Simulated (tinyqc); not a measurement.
Inside a calculation. Model: trench capacitor in an array: capacitance, non-linearity, leakage and relaxation.

Computed by the program tinyqc: `OMP_NUM_THREADS=1 python tinyqc.py 2102072 2102073 out.jsonl`, one thread of a shared Intel Xeon 2.30GHz, about 0.01 s for the whole run. Printed values are rounded.

A film between two metal electrodes, each interface adding a series capacitance ci. The small-signal permittivity is ek (1 + aq E^2); the field is found with the linear permittivity. Leakage J = J0 sinh(E/Ef). After a voltage step the film passes a relaxation current kr C V tt^(-nr), tt being the time in seconds. The sidewall is a coaxial capacitor with radii a = dm/2 - t and b = dm/2, depth AR dm; the end face is left out.

Parameters, values chosen for the exercise; permittivity of the order of that of silicon nitride:
```
symbol,value,unit,meaning
ek,7.6,,relative permittivity of the film
t,6.1,nm,film thickness
ci,120,uF/cm^2,capacitance of each electrode interface (dead layer and screening)
aq,0.0029,cm^2/MV^2,quadratic field coefficient of the permittivity
V,1.4,V,bias
J0,2.2e-10,A/cm^2,leakage prefactor
Ef,0.37,MV/cm,field for an e-fold rise of the leakage
dm,67,nm,diameter of the hole
AR,20,,"aspect ratio, depth over diameter"
pt,140,nm,pitch of the square array
rho,410,uohm cm,resistivity of the inner electrode
```

Constants: eps0 = 8.8541878128e-14 F/cm where lengths are in cm. Results are converted to the units shown.

## Planar capacitance, field and non-linearity

Planar film: Cf = eps0 ek/t, 1/C = 1/Cf + 2/ci, EOT = 3.9 eps0/C, effective permittivity C t/eps0, E = (V/t) C/Cf; quadratic coefficient [C(V)/C - 1]/V^2 with Cf (1 + aq E^2) in C(V).

Cf = 1.103145 uF/cm^2
C = 1.083229 uF/cm^2
EOT = 3.187815 nm
effective permittivity = 7.462791
E = 2.253647 MV/cm
quadratic coefficient = 7377.104 ppm/V^2
J = 4.860166e-8 A/cm^2

The interfaces take 1.81 % of the voltage.

## Cell capacitance, fields and time constant

Per length 1/c = ln(b/a)/(2 pi eps0 ek) + (1/a + 1/b)/(2 pi ci); cell capacitance c AR dm; per footprint over pt^2; fields c V/(2 pi eps0 ek r) at r = a and b; resistance of the inner electrode rho AR dm/(pi a^2); time constant R C/3 of the distributed line.

a = 27.4 nm
b = 33.5 nm
cell capacitance = 2.767454 fF
capacitance per footprint = 14.11967 uF/cm^2
field at a = 2.495807 MV/cm
field at b = 2.041346 MV/cm
R = 2.329366 kohm
R C/3 = 2.148804 ps

The array gives 13.0 times the planar capacitance per footprint; curvature makes the field at the inner electrode 1.11 times the planar value.
